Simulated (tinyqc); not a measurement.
## Retention against temperature

Retention: filled traps are spread evenly in depth from E1 to E2, and each empties at the rate nu exp(-E/kB T). The share left is the mean of exp(-nu t exp(-E/kB T)) = [kB T/(E2 - E1)] [E1x(nu t exp(-E2/kB T)) - E1x(nu t exp(-E1/kB T))], E1x the exponential integral; traps shallower than about Ed = kB T ln(nu t) are empty. t = 3.15576e8 s; the last column is the bake time at 523 K with the same Ed.

Inputs (values chosen for the exercise):
```
symbol  value  unit                meaning
E1       0.96    eV  shallowest trap depth
E2       2.12    eV     deepest trap depth
nu       1e13   1/s      attempt frequency
```

Constants: q = 1.602176634e-19 C, kB = 1.380649e-23 J/K, Vt = kB T/q. Results are converted to the units shown.

Results:
```
T (K)  Ed (eV)  share left  equivalent bake at 523 K (s)
300     1.2798     0.71148                       0.21487
328     1.3992     0.60731                        3.0422
358     1.5272     0.49570                        52.048
398     1.6978     0.34688                        2294.5
423     1.8045     0.25388                         24456
448     1.9111     0.16101                      2.6065e5
```

Estimate the missing row, T = 378 K.

Computed row:
```
T (K)  Ed (eV)  share left  equivalent bake at 523 K (s)
378     1.6125     0.42129                        345.58
```

With this row back in the table: The share left falls from 0.711 to 0.161. Apart from the width of the edge only the product T ln(nu t) counts, so ten years at 358 K equal 52.0 s at 523 K; no single activation energy describes the loss, since Ed itself moves.

Computed by the program tinyqc: `OMP_NUM_THREADS=1 python tinyqc.py 2130165 2130166 out.jsonl`, one thread of a shared Intel Xeon 2.30GHz, about 0.08 s for the whole run.
